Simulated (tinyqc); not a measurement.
# Cell-based percolation model of oxide breakdown: effects of single changes

The oxide, of thickness n a, is cut into cubic cells. A cell is defective with the chance l = 1 - exp(-a^3 N), N = N1 (t/1 s)^al. A column of n defective cells breaks the oxide down, and the area holds M = A/a^2 independent columns: 1 - F = (1 - l^n)^M.

Values chosen for this exercise:
- a = 1.5 nm (edge of a cell)
- n = 6 (cells across the oxide)
- A = 21 um^2 (area)
- al = 0.53 (exponent of defect growth)
- N1 = 1.1e18 cm^-3 (defect density after 1 s)

Each table varies one quantity; the others keep the values above.

## Effect of the thickness

At F = 1 - 1/e: l_c = (1 - exp(-1/M))^(1/n), N_bd = -ln(1 - l_c)/a^3, t63 = (N_bd/N1)^(1/al). W = ln(-ln(1 - F)); for small l, W = ln M + n ln(a^3 N), so the Weibull slope is n al.

Result of one run:

| n | l_c | N_bd (cm^-3) | t63 (s) | slope at t63 |
|---|---|---|---|---|
| 1 | 1.071e-7 | 3.175e13 | 2.720e-9 | 0.5300 |

What becomes of these results when the cells across the oxide n is changed from 1 to 3, all else the same?

Result of the changed run:

| n | l_c | N_bd (cm^-3) | t63 (s) | slope at t63 |
|---|---|---|---|---|
| 3 | 0.004750 | 1.411e18 | 1.599 | 1.586 |

The whole series:

| n | l_c | N_bd (cm^-3) | t63 (s) | slope at t63 |
|---|---|---|---|---|
| 1 | 1.071e-7 | 3.175e13 | 2.720e-9 | 0.5300 |
| 2 | 3.273e-4 | 9.700e16 | 0.01024 | 1.060 |
| 3 | 0.004750 | 1.411e18 | 1.599 | 1.586 |
| 4 | 0.01809 | 5.410e18 | 20.20 | 2.101 |
| 5 | 0.04036 | 1.221e19 | 93.79 | 2.596 |
| 6 | 0.06892 | 2.116e19 | 264.7 | 3.068 |
| 7 | 0.1010 | 3.154e19 | 562.4 | 3.516 |
| 8 | 0.1345 | 4.280e19 | 1000 | 3.941 |
| 9 | 0.1681 | 5.453e19 | 1580 | 4.345 |

N_bd rises from 3.17e13 to 5.45e19 cm^-3 and the slope rises from 0.530 to 4.34, against n al = 0.530 to 4.77. A thin oxide needs few defects in a row, so it breaks at a lower density and with a wider spread; at n = 1 one defect suffices. For n = 1 t63 is under a microsecond, a formal extension of the power law of defect growth.

## Effect of the area

Same model as above.

Effect of the area:

| A (um^2) | l_c | N_bd (cm^-3) | t63 (s) | slope at t63 |
|---|---|---|---|---|
| 0.0014 | 0.3422 | 1.241e20 | 7455 | 2.562 |
| 0.023 | 0.2147 | 7.159e19 | 2640 | 2.811 |
| 0.38 | 0.1345 | 4.280e19 | 1000 | 2.956 |
| 6.4 | 0.08401 | 2.600e19 | 390.5 | 3.043 |
| 110 | 0.05230 | 1.591e19 | 154.7 | 3.095 |
| 1800 | 0.03282 | 9.888e18 | 63.02 | 3.127 |
| 31000 | 0.02042 | 6.114e18 | 25.44 | 3.147 |
| 5.1e5 | 0.01281 | 3.819e18 | 10.47 | 3.160 |
| 8.6e6 | 0.007997 | 2.379e18 | 4.287 | 3.167 |

What does the table show?

t63 falls from 7460 to 4.29 s, as A^(-0.37) between the first two rows and A^(-0.32) between the last two, against -1/(n al) = -0.31; the slope at t63 rises from 2.56 to 3.17, nearer to n al where l_c is small.

Program tinyqc, `OMP_NUM_THREADS=1 python tinyqc.py 2070071 2070072 out.jsonl`; Intel Xeon 2.30GHz, shared host, one thread, about 0.01 s.
